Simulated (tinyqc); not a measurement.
From results back to parameters: delta-doped layer in the Thomas-Fermi potential. Four cases, with inputs chosen for the exercise.

Problem. The depth of the well was computed from a hidden sheet density.

All donors ionised in the plane z = 0, zero temperature, energies from the Fermi level EF of the Thomas-Fermi model, which lies at the bulk band edge; c = hbar^2/2m0, q = e^2/(4 pi eps0). gv = 4 equivalent valleys, m_d = sqrt(m3^3/mz) in the plane. With n = (gv/3 pi^2)(m3 (-V)/c)^(3/2) and V'' = -(4 pi q/eps) n for z > 0, the solution is V = -b/(|z| + z0)^4 with sqrt(b) = 20/K, K = (4 pi q/eps)(gv/3 pi^2)(m3/c)^(3/2), and z0^5 = 4b/(e F0), e F0 = 2 pi q N/eps; 1e13/cm^2 = 1e-3/angstrom^2. Exchange and correlation are left out.

Constants: hbar^2/2m0 = 3.80998211 eV angstrom^2; e^2/(4 pi eps0) = 14.39964547 eV angstrom.

Find: b; z0; N.

Method. b does not depend on N; z0 = (b/depth)^(1/4), e F0 = 4b/z0^5 and N = eps e F0/(2 pi q).

Case 1.

Values chosen (out of a larger set: near those of a delta-doped layer in Ge; not measured data): m3 = 0.216 m0 (density-of-states mass of a valley); mz = 0.125 m0 (mass along z); eps = 15.7 (dielectric constant).

depth = 0.194155 eV

Solution.

b = 9.055e+05 eV angstrom^4
z0 = 46.47 angstrom
N = 2.90 x 1e13/cm^2

Case 2.

Values chosen (out of a larger set: near those of a delta-doped layer in Ge; not measured data): m3 = 0.218 m0 (density-of-states mass of a valley); mz = 0.118 m0 (mass along z); eps = 16.4 (dielectric constant).

depth = 0.046497 eV

Solution.

b = 9.610e+05 eV angstrom^4
z0 = 67.43 angstrom
N = 0.500 x 1e13/cm^2

Case 3.

Values chosen (out of a larger set: near those of a delta-doped layer in Ge; not measured data): m3 = 0.218 m0 (density-of-states mass of a valley); mz = 0.124 m0 (mass along z); eps = 15.9 (dielectric constant).

depth = 0.348252 eV

Solution.

b = 9.033e+05 eV angstrom^4
z0 = 40.13 angstrom
N = 6.10 x 1e13/cm^2

Case 4.

Values chosen (out of a larger set: near those of a delta-doped layer in Ge; not measured data): m3 = 0.22 m0 (density-of-states mass of a valley); mz = 0.116 m0 (mass along z); eps = 15.7 (dielectric constant).

depth = 0.296910 eV

Solution.

b = 8.570e+05 eV angstrom^4
z0 = 41.22 angstrom
N = 5.00 x 1e13/cm^2

Computed by tinyqc, one run a case: `OMP_NUM_THREADS=1 python tinyqc.py N N+1 out.jsonl` with N = 1282048, 1282263, 1282420, 1282678; one thread of a shared Intel(R) Xeon(R) Processor @ 2.30GHz, about 0.2 s a run at most.
